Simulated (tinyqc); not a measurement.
Changing the optical or intervalley deformation potential D_o: hot carriers by balance equations with a heated Maxwellian. Computed by tinyqc, a small Python program. Command: `OMP_NUM_THREADS=1 python tinyqc.py 3013571 3013572 out.jsonl hot sweep`. One thread of a shared host (Intel(R) Xeon(R) Processor @ 2.30GHz), about 0.05 s of CPU time with the checks.

The carriers follow a Maxwellian at an electron temperature T_e, slightly displaced; the drift energy is neglected against k_B T_e. The balance averages the rate, not the time, so mu_0 lies below the relaxation-time value.

Inputs (values chosen for the exercise, modelled on holes in silicon):
```
quantity                            value    unit
effective mass m                      0.5     m_0
density rho                          2329  kg/m^3
sound velocity v_l                   8960     m/s
acoustic deformation potential D_A    5.8      eV
phonon energy hbar w                 65.4     meV
final valleys Z_f                       1       -
lattice temperature T                 300       K
electric field F                      0.4   kV/cm
mixing                                0.4       -
iteration cap                         300       -
```

Band: parabolic. Solver: damped fixed point.

Constants: k_B = 8.617333262e-05 eV/K; k_B = 1.380649e-23 J/K; e = 1.602176634e-19 C; hbar = 1.054571817e-34 J s; m_0 = 9.1093837015e-31 kg; hbar = 6.582119569e-16 eV s.

Method:
- Parabolic band: E = hbar^2 k^2/(2 m), speed v = hbar k/m, states per spin, volume and energy g(E) = m k/(2 pi^2 hbar^2). Masses are multiplied by m_0 and all formulas are in SI units.
- Phonon occupation N_q = 1/(exp(hbar w/(k_B T)) - 1).
- Acoustic deformation potential (elastic, equipartition, absorption and emission together): 1/tau = 2 pi k_B T D_A^2 g(E)/(hbar rho v_l^2).
- Optical or intervalley deformation potential: 1/tau = (pi Z_f D_o^2/(rho w)) [N_q g(E + hbar w) + (N_q + 1) g(E - hbar w)], with g = 0 below the band edge.
- Averages over the Maxwellian, <y> = int y x^(1/2) exp(-x) dx / int x^(1/2) exp(-x) dx with x = E/(k_B T_e), split at x_0 = hbar w/(k_B T_e): 64 Gauss-Legendre points in sqrt(x) below it and 128 in sqrt(x - x_0) above it, up to x = 32. Momentum balance: mu(T_e) = e/(m nu), nu = <x (sum of rates)>/<x>. Power lost per carrier: P(T_e) = hbar w <emission rate - absorption rate> + <(2 m v_l^2/(k_B T)) (E - 2 k_B T) acoustic rate>.
- Energy relaxation time at weak heating: tau_E = (3/2) k_B / (dP/dT_e), the derivative by a central difference of +/- 0.5 K at T_e = T.
- Fixed point: T_out = T + (T_e - T) e mu(T_e) F^2/P(T_e), T_new = T_e + mixing (T_out - T_e).
- Start at T_e = 1.5 T; stop when T_e moves by less than 1e-6 K or exceeds 1e6 K.
- v = mu(T_e) F; warm-carrier coefficient (mu/mu_0 - 1)/F^2.

One run for each value; columns: (1) optical or intervalley deformation potential D_o (1e8 eV/cm); (2) drift velocity (1e7 cm/s); (3) electron temperature T_e (K); (4) energy relaxation time tau_E (ps); (5) low-field mobility mu_0 (cm^2/(V s)):
```
(1)        (2)     (3)     (4)     (5)
1.0   0.063960  328.14  14.814  1674.6
1.5   0.063842  318.13   9.421  1646.7
2.2   0.062476  310.23   5.370  1591.9
3.2   0.058910  305.12   2.832  1488.6
4.7   0.051836  302.22   1.390  1303.1
10.0  0.028618  300.28   0.320   716.2
15.0  0.016626  300.07   0.143   415.8
```

Give the missing row, optical or intervalley deformation potential D_o (1e8 eV/cm) = 6.9.

Computed row; columns: (1) optical or intervalley deformation potential D_o (1e8 eV/cm); (2) drift velocity (1e7 cm/s); (3) electron temperature T_e (K); (4) energy relaxation time tau_E (ps); (5) low-field mobility mu_0 (cm^2/(V s)):
```
(1)       (2)     (3)    (4)     (5)
6.9  0.040988  300.84  0.663  1027.4
```

Interpolating between the two neighbouring rows (the first column on a logarithmic scale, the others too where they are positive) misses most in drift velocity (1e7 cm/s), by 6.5 %. Over the rows, drift velocity (1e7 cm/s) falls from 0.0640 to 0.0166 (exponent d ln y / d ln x -0.0046 between the first rows and -1.3 between the last); electron temperature T_e (K) falls from 328 to 300 (exponent d ln y / d ln x -0.076 between the first rows and -0.0017 between the last); energy relaxation time tau_E (ps) falls from 14.8 to 0.143 (exponent d ln y / d ln x -1.1 between the first rows and -2.0 between the last).

Caution (rows 6.90, 10.0, 15.0): the drift energy m v^2/2 is not small against the heating (3/2) k_B (T_e - T), so T_e - T is rough.
